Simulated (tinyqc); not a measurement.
From one set of inputs to another, one input at a time: decay of LO phonons and the hot-phonon bottleneck in the cooling of electrons. Computed by tinyqc, a small Python program. Command: `OMP_NUM_THREADS=1 python tinyqc.py 3024541 3024542 out.jsonl hotphonon ladder`. One thread of a shared host (Intel(R) Xeon(R) Processor @ 2.30GHz), about 0.01 s of CPU time with the checks.

n(E, T) = 1/(exp(E/(k_B T)) - 1) is the Bose occupation. Electrons have a temperature T_e; the LO modes within their reach share one occupation N; the decay products stay at the lattice temperature.

The inputs printed are set A. Set A is modelled on gallium nitride; the values taken over come from a set modelled on gallium arsenide. Inputs not listed in the table keep their values of set A, so the rows need not describe a real material.

Inputs (values chosen for the exercise, modelled on gallium nitride):
```
quantity,value,unit
LO energy hbar omega,93.6,meV
"lifetime at T = 0, tau_0",2.4,ps
share f of the energy in the softer product,0.23,-
lattice temperature T,400,K
electron mass m*,0.193,m_0
eps_inf,5.47,-
static dielectric constant eps_s,9.55,-
electron density n,1.9e+18,1/cm^3
"density of LO modes that the electrons reach, N_m",6.9e+19,1/cm^3
power supplied per electron P,6.7,nW
```

Decay channel: two unequal phonons (Ridley).

Constants: k_B = 8.617333262e-05 eV/K; c = 299792458 m/s; e^2/(4 pi eps_0) = 14.39964548 eV angstrom; hbar^2/(2 m_0) = 3.80998212 eV angstrom^2; hbar = 6.582119569e-16 eV s; e = 1.602176634e-19 C.

Method:
- Decay rate 1/tau = (1/tau_0) [1 + n(f hbar omega) + n((1 - f) hbar omega)].
- Full width Gamma = 1/(2 pi c tau) in 1/cm, c in cm/s.
- Froehlich coupling alpha = (e^2/(4 pi eps_0)) (1/eps_inf - 1/eps_s) k_0/(2 hbar omega), k_0 = sqrt(m* hbar omega/(hbar^2/(2 m_0))); emission time tau_sp = hbar/(2 alpha hbar omega); bottleneck ratio r = (n/N_m) tau/tau_sp.
- Net emission per electron: [(N + 1) x - N]/tau_sp with x = exp(-hbar omega/(k_B T_e)), a simple two-level balance; steady state of the modes: n [(N + 1) x - N]/tau_sp = N_m (N - N_0)/tau; power per electron P = hbar omega [(N + 1) x - N]/tau_sp.
- With p = P tau_sp/(hbar omega): N = N_0 + r p and x = (p + N)/(N + 1); without hot phonons N = N_0. The mode temperature T_LO solves n(hbar omega, T_LO) = N.

Each row keeps all changes above it:
```
input moved,from,to,electron temperature T_e (K),LO occupation N,Raman width Gamma (1/cm)
set A,-,-,431.7,0.0837,5.07
static dielectric constant eps_s,9.55,13.2,429.7,0.0837,5.07
LO energy hbar omega (meV),93.6,35.3,414.7,0.5743,12.38
lattice temperature T (K),400,300,316.5,0.3612,9.40
power supplied per electron P (nW),6.7,0.27,300.7,0.3435,9.40
electron mass m* (m_0),0.193,0.0684,300.9,0.3435,9.40
"lifetime at T = 0, tau_0 (ps)",2.4,9.2,301.9,0.3456,2.45
"density of LO modes that the electrons reach, N_m (1/cm^3)",6.9e+19,3.7e+19,303.1,0.3481,2.45
```

Which inputs carry the difference?

Electron temperature T_e goes from 432 to 303, a factor 0.702 in all. The largest single move comes from lattice temperature T (a factor 0.763). LO occupation N goes from 0.0837 to 0.348, a factor 4.16 in all. The largest single move comes from LO energy hbar omega (a factor 6.86), and lattice temperature T works against it (a factor 0.629). Raman width Gamma goes from 5.07 to 2.45, a factor 0.483 in all. The largest single move comes from lifetime at T = 0, tau_0 (a factor 0.261), and LO energy hbar omega works against it (a factor 2.44). The single moves hold for this order of the switches; the total does not depend on the order.

Caution (rows static dielectric constant eps_s, LO energy hbar omega, lattice temperature T, power supplied per electron P, electron mass m*, lifetime at T = 0, tau_0, density of LO modes that the electrons reach, N_m): alpha is above 1/2, so hbar/tau_sp exceeds hbar omega and the emission time, a weak-coupling result, is only rough. Caution (rows electron mass m*, lifetime at T = 0, tau_0, density of LO modes that the electrons reach, N_m): the electrons are degenerate; Pauli blocking and the Fermi energy, left out here, matter.

Extremes, crossings and ranges named in words are read from the listed rows.
